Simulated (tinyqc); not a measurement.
Which pair of peaks is best: composition and strain of an epitaxial Si(1-x)Ge(x) layer from Raman and X-ray peaks. Computed by tinyqc, a small Python program. Command: `OMP_NUM_THREADS=1 python tinyqc.py 3013386 3013387 out.jsonl epiraman walk`. One thread of a shared host (Intel(R) Xeon(R) Processor @ 2.30GHz), about 0.01 s of CPU time with the checks.

A (001) layer, biaxially strained in the plane. The Raman peaks follow empirical lines omega = w0 + c1 x + c3 x^3 + b eps (c3 for Si-Ge alone), with eps the in-plane strain.

Inputs (values chosen for the exercise, modelled on silicon-germanium):

| quantity | value | unit |
|---|---|---|
| Ge fraction x | 0.23 | - |
| Si-Si: c1 | -65.2 | 1/cm |
| Si-Si: strain coefficient b | -698 | 1/cm |
| Si-Ge: c1 | 23.4 | 1/cm |
| Si-Ge: c3 | -35 | 1/cm |
| Si-Ge: strain coefficient b | -531 | 1/cm |
| Ge-Ge: c1 | 19.9 | 1/cm |
| Ge-Ge: strain coefficient b | -481 | 1/cm |
| uncertainty of a Raman peak | 0.05 | 1/cm |

Substrate: silicon.

Method. For each pair invert J = [d omega/dx, d omega/d eps] at the true x. Independent errors of the given size in both peaks give sigma_x and sigma_eps = uncertainty x (norm of the rows of the inverse of J).

Error propagation:

| pair | det J | sigma_x | sigma_eps (per mille) |
|---|---|---|---|
| Si-Si and Si-Ge | 47.077 | 9.3147e-04 | 0.071795 |
| Si-Si and Ge-Ge | 45.2514 | 9.3664e-04 | 0.075323 |
| Si-Ge and Ge-Ge | 1.9832 | 0.018063 | 0.67390 |

What follows from these numbers?

The pair Si-Si and Si-Ge fixes x best (sigma_x = 9.3e-4) and Si-Ge and Ge-Ge worst (0.018), a factor 19. Strain moves all peaks the same way, so a good pair needs different ratios of composition slope to strain coefficient, best of opposite sign; the slopes here are -65.2, 17.8 and 19.9 per cm for Si-Si, Si-Ge and Ge-Ge. Errors in the coefficients themselves are not counted.

Extremes, crossings and ranges named in words are read from the listed rows.
